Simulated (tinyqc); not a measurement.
Inside a calculation. Method: UHF in the 6-31g basis, for H4, spin multiplicity 3. This run ends on a higher stationary point, not on the lowest solution. Computed by tinyqc, a small Python program that keeps every step (integrals from PySCF). Settings: charge = 0, multiplicity = 3, basis = 6-31g, energy threshold = 1e-09, iteration cap = 89, orthogonalisation = symmetric, start = core, DIIS depth = 4, method = UHF. Command: `OMP_NUM_THREADS=1 python tinyqc.py 20266 20267 out.jsonl` (the two numbers bound the seeds that draw the settings). One thread of a shared host (Intel(R) Xeon(R) Processor @ 2.60GHz), about 0.1 s of CPU time with the checks.

Geometry (angstrom):
```
atom         x         y         z
H     0.000000  0.000000  0.000000
H     0.000000  0.000000  1.199000
H     0.000000  0.000000  2.631000
H     0.000000  0.000000  3.830000
```

Stop when the energy changes by less than 1e-09 hartree and every element of the error matrix X^T (F D S - S D F) X (for each spin) is below 9e-06.

Course of the cycle:
```
iteration  E (hartree)     change  largest element of the error matrix
1          -1.81854073          -                             1.21e-01
2          -1.97089064  -1.52e-01                             1.99e-02
3          -1.97894132  -8.05e-03                             6.46e-03
4          -1.98083000  -1.89e-03                             2.39e-03
5          -1.98093340  -1.03e-04                             3.57e-04
6          -1.98093433  -9.30e-07                             2.70e-05
7          -1.98093434  -6.69e-09                             7.12e-06
8          -1.98093434  -2.81e-10                             7.46e-07
```

Can the last value be used, and what does the course show?

No, though the log alone does not show it. Converged in 8 iterations. But the solution lies 0.00963 hartree above the reference: it is another stationary point, not the lowest one. Reruns (cap 100 unless said): DIIS 8: converged in 8 to a higher stationary point; damping 0.5: converged in 36 to a higher stationary point; level shift 0.5: converged in 29 to a higher stationary point; atomic densities as start, DIIS 8: converged in 8 to a higher stationary point. PySCF UHF in the same basis, after a stability check = -1.99056604 hartree.
